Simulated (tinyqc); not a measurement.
Resistance of a tapered via with liner, size effect and interface: two steps of the calculation.

A round via whose diameter grows from db at the bottom as D(z) = db + 2 z/tan(ang). The fill, of diameter D - 2 tl, starts above the bottom liner (thickness fb tl) and has rho = rho0 (1 + ks lam/(D - 2 tl)); the sidewall liner conducts in parallel with it. The bottom liner and the interface are crossed over the full area pi db^2/4. Spreading in the lines above and below is left out.

Inputs (values chosen for the exercise); fill metal close to molybdenum:
- db = 14 nm (diameter at the bottom)
- hv = 32 nm (height)
- ang = 88 degrees (sidewall angle)
- rho0 = 5.18 uohm cm (bulk resistivity of the fill)
- lam = 10.9 nm (mean free path of the fill)
- ks = 1 (size-effect factor)
- tl = 0.3 nm (liner on the sidewall)
- fb = 0.5 (liner at the bottom over that on the sidewall)
- rl = 440 uohm cm (resistivity of the liner)
- ri = 5.8e-12 ohm cm^2 (interface resistivity at the bottom)
- Sb = 1.3e15 S/m^2 (ballistic conductance per area, about 3/(4 rho0 lam))

Question 1. Slices of the via. Slices between z0 = fb tl and hv, evaluated at their midpoints: conductance per length pi/4 [(D - 2 tl)^2/rho + (D^2 - (D - 2 tl)^2)/rl], slice resistance = slice height over that. 7 slices.

Find: z; D; rho; slice resistance.

Answer 1.

| slice | z (nm) | D (nm) | rho (uohm cm) | slice resistance (ohm) |
|---|---|---|---|---|
| 0 | 2.4250 | 14.169 | 9.3410 | 2.9333 |
| 1 | 6.9750 | 14.487 | 9.2458 | 2.7723 |
| 2 | 11.525 | 14.805 | 9.1548 | 2.6237 |
| 3 | 16.075 | 15.123 | 9.0678 | 2.4864 |
| 4 | 20.625 | 15.440 | 8.9846 | 2.3594 |
| 5 | 25.175 | 15.758 | 8.9048 | 2.2415 |
| 6 | 29.725 | 16.076 | 8.8283 | 2.1320 |

Question 2. Total resistance. R_fill = sum of the slices; R_bottom = rl fb tl/(pi db^2/4); R_interface = ri/(pi db^2/4); ballistic (Sharvin) limit 1/(Sb pi (db - 2 tl)^2/4); ideal cylinder rho0 hv/(pi db^2/4).

| slice | slice resistance (ohm) |
|---|---|
| 0 | 2.9333424 |
| 1 | 2.7722604 |
| 2 | 2.6237031 |
| 3 | 2.4864314 |
| 4 | 2.3593534 |
| 5 | 2.2415043 |
| 6 | 2.1320291 |

Find: parts; R; shares; ballistic limit; ideal cylinder.

Answer 2.

parts (ohm): fill 17.55, bottom liner 4.287, interface 3.768
R = 25.60 ohm
shares (%): fill 68.54, bottom liner 16.75, interface 14.72
ballistic limit = 5.455 ohm
ideal cylinder = 10.77 ohm

The fill is the largest part, and R is 2.38 times the ideal cylinder. With 2000 slices R = 25.607 ohm.

Numbers from tinyqc (`OMP_NUM_THREADS=1 python tinyqc.py 2750019 2750020 out.jsonl`; about 0.01 s on one thread of a shared Intel Xeon 2.30GHz).
